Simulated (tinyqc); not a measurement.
Landau coefficient from the swing.

Question. Below threshold and near Q = 0, a ferroelectric film of thickness tf changes the swing n Vt ln 10 by the factor 1 + 2 al tf Cp, and al = -3 sqrt(3) Ec/(4 Pr) (1 nm times 1 kV/cm is 1e-4 V). Find n, al and Pr.

Values chosen for this exercise:
- T = 293 K (temperature)
- Ec = 1000 kV/cm (coercive field)
- Cp = 0.83 uF/cm^2 (overlap capacitance per gate area)

Constants: q = 1.602176634e-19 C, kB = 1.380649e-23 J/K, Vt = kB T/q. Results are converted to the units shown.

swing without the film and with tf = 21 nm (mV/decade): 72.671849  39.762789

Answer. The first swing gives n, the ratio of the two gives al, and Ec then gives Pr.

n = 1.250
al = -129.9 kV cm/uC
Pr = 10.00 uC/cm^2

Numbers from tinyqc (`OMP_NUM_THREADS=1 python tinyqc.py 2860152 2860153 out.jsonl`; about 0.02 s on one thread of a shared Intel Xeon 2.30GHz).
